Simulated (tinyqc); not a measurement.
Debye-Callaway model of lattice thermal conductivity: one step, computed by the program tinyqc. Command: `OMP_NUM_THREADS=1 python tinyqc.py 3022703 3022704 out.jsonl callaway walk`. One thread of a shared host (Intel(R) Xeon(R) Processor @ 2.30GHz), about 0.01 s of CPU time with the checks.

Three acoustic branches with one velocity v, cut at omega_D = k_B Theta/hbar; x = hbar omega/(k_B T). v and Theta are separate inputs: Theta cuts off the heat-carrying modes, so C need not reach 3 k_B/V. gamma is an effective value that sets the umklapp rate.

Task: Scattering rates at one frequency. Rates: point defects A omega^4; umklapp B omega^2 T exp(-Theta/(b T)) with B = hbar gamma^2/(M v^2 Theta). Boundaries: v/L. The resistive time is tau_R = 1/(boundary + point-defect + umklapp rates), and the free path is v tau_R.

Inputs (values chosen for the exercise, modelled on gallium arsenide):
```
quantity                              value        unit
sound velocity v                       3630         m/s
Debye temperature Theta                 355           K
mean atomic mass M                     72.3           u
effective Grueneisen parameter gamma   2.44           -
umklapp exponent divisor b                2           -
Casimir length L                         61  micrometre
temperature T                           600           K
probe frequency omega/omega_D          0.39           -
```

Sample: crystal. Point defects: isotopes. Normal processes: left out.

Rayleigh coefficient A = 4.511905e-45 s^3

Constants: k_B = 1.380649e-23 J/K; hbar = 1.054571817e-34 J s; u = 1.6605390666e-27 kg.

Give: omega; Rates; tau_R; free path.

Result:

omega = 1.8126e+13 rad/s

Rates:
```
process        rate (1/s)  rate x tau_R
boundaries     5.9508e+07    3.6177e-04
point defects  4.8704e+08     0.0029608
umklapp        1.6395e+11       0.99668
```

tau_R = 6.0793e-12 s

free path = 22.068 nm

The strongest resistive process at this frequency: umklapp, 100 % of the resistive rate.
